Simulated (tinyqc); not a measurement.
On-chip interconnect, size-dependent resistivity and RC delay: one step of the calculation.

A rectangular line between two neighbours and two ground planes. Surface and grain-boundary scattering are added to the bulk resistivity as corrections; capacitances are parallel-plate values without fringing; inductance is ignored.

Task. Ladder and Elmore delays. 5 equal pi sections: series Rs = r Lw/5; node capacitances c Lw/5, halved at nodes 0 and 5, with Cl added to node 5; Rd feeds node 0. Elmore delay of node k: the sum, over the resistors on the path to k, of resistance times all capacitance downstream of it.

Parameters, values chosen for the exercise; metal values close to those of copper:
- Lw = 25 um (line length)
- Rd = 11000 ohm (driver resistance)
- Cl = 0.075 fF (load capacitance)

r = 5.8436140 ohm/um
c = 0.10007756 fF/um

Give: Rs; C; Elmore delay.

Result.

Rs = 29.218 ohm

```
node,C (fF),Elmore delay (ps)
0,0.25019,28.346
1,0.50039,28.414
2,0.50039,28.468
3,0.50039,28.506
4,0.50039,28.531
5,0.32519,28.540
```

The far-end value equals Rd (c Lw + Cl) + r Lw (c Lw/2 + Cl) for any number of pi sections; the line resistance contributes 0.679 % of it.

Program tinyqc, `OMP_NUM_THREADS=1 python tinyqc.py 2100031 2100032 out.jsonl`; Intel Xeon 2.30GHz, shared host, one thread, about 0.01 s.
